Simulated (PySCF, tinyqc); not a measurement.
MP2 on RHF in the sto-3g basis, for H3+, spin multiplicity 1, step by step. The lowest restricted solution is unstable here: a spin-polarised one lies 0.0003 hartree lower (PySCF). One step of it, computed by the program tinyqc.

Question. Orthogonalisation. S = U s U^T; canonical form X = U s^(-1/2), so that X^T S X = 1. Each column of U has its largest component positive (the first on a tie).

overlap S, lower triangle:
```
,1H 1s,2H 1s,3H 1s
1H 1s,1.000000
2H 1s,0.467519,1.000000
3H 1s,0.466789,0.101005,1.000000
```

Give: eigenvalues of S; X.

Answer.

eigenvalues of S: 0.3879  0.8990  1.7131

X:
```
,1,2,3
1H 1s,1.1778,-0.0003,0.5193
2H 1s,-0.7724,-0.7452,0.3965
3H 1s,-0.7707,0.7464,0.3961
```
